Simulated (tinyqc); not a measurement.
Admittance spectroscopy of a deep trap: admittance against temperature.

Schottky contact on an n-type layer with shallow donors Nd (all ionised) and a donor-like deep trap, neutral when filled and positive when empty; depletion approximation. Traps within lam of the depletion edge stay filled. The traps at xt = W - lam, where the level crosses the Fermi level, follow a slow signal and not a fast one. w = 2 pi f.

Emission rate en = sn vth(T) Nc(T) exp(-Et/kB T) = sn g T^2 exp(-Et/kB T), g = vth Nc/(300 K)^2, as vth goes as T^0.5 and Nc as T^1.5 (degeneracy factor 1). lam = sqrt(2 eps0 eps_r (EF - ET)/(q Nd)), EF - ET = Et - (kB T/q) ln(Nc(T)/Nd), Nc(T) = Nc (T/300 K)^1.5. In the steady state at the band bending V, 2 eps0 eps_r V/q = Nd W^2 + Nt (W - lam)^2 (the second term only if W > lam). V = Vbi + Vr. C_HF = eps0 eps_r/W, C_LF = eps0 eps_r (Nd + Nt)/(Nd W + Nt xt). Inflection frequency w0 = 2 en [1 + Nt xt/(Nd W)]; C = C_HF + (C_LF - C_HF)/(1 + (w/w0)^2), G/w = (C_LF - C_HF)(w/w0)/(1 + (w/w0)^2).

Parameters, values chosen for the exercise; material values close to those of silicon:
```
symbol,value,unit,meaning
eps_r,11.8,,relative permittivity
Nc,2.8e19,cm^-3,conduction-band density of states at 300 K
vth,2.3e7,cm/s,thermal velocity at 300 K
Nd,1.7e16,cm^-3,shallow donor density
Vbi,0.76,V,built-in voltage
Et,0.14,eV,depth of the trap below the conduction edge
sn,7.1e-14,cm^2,capture cross-section
Nt,1.4e16,cm^-3,trap density
Vr,0.6,V,reverse bias
f,2000,Hz,signal frequency
```

Constants: q = 1.602176634e-19 C, kB = 1.380649e-23 J/K, eps0 = 8.8541878128e-14 F/cm where lengths are in cm. Results are converted to the units shown.

Results:

| T (K) | w0/(2 pi) (Hz) | C (nF/cm^2) | G/w (nF/cm^2) |
|---|---|---|---|
| 66 | 22.25 | 37.80 | 0.07459 |
| 73 | 289.3 | 38.02 | 0.9337 |
| 76 | 755.8 | 38.74 | 2.163 |
| 79 | 1841 | 40.93 | 3.233 |
| 82 | 4215 | 43.25 | 2.493 |
| 86 | 1.167e4 | 44.23 | 1.060 |
| 89 | 2.367e4 | 44.36 | 0.5296 |
| 92 | 4.592e4 | 44.37 | 0.2720 |
| 95 | 8.565e4 | 44.37 | 0.1447 |
| 99 | 1.860e5 | 44.35 | 0.06585 |

Estimate the missing row, T = 70 K.

Computed row:

| T (K) | w0/(2 pi) (Hz) | C (nF/cm^2) | G/w (nF/cm^2) |
|---|---|---|---|
| 70 | 102.4 | 37.86 | 0.3389 |

With this row back in the table: G/w goes from 0.0746 through a maximum of 3.23 (at T = 79 K among the rows listed) to 0.0659 nF/cm^2, where w0 passes the signal: w0/(2 pi) rises from 22.3 to 1.86e5 Hz. C rises from 37.8 to 44.4 nF/cm^2. In every row T is below 110 K, where shallow donors begin to freeze out; the model keeps them ionised.

Computed by the program tinyqc: `OMP_NUM_THREADS=1 python tinyqc.py 2050135 2050136 out.jsonl`, one thread of a shared Intel Xeon 2.30GHz, about 0.01 s for the whole run.
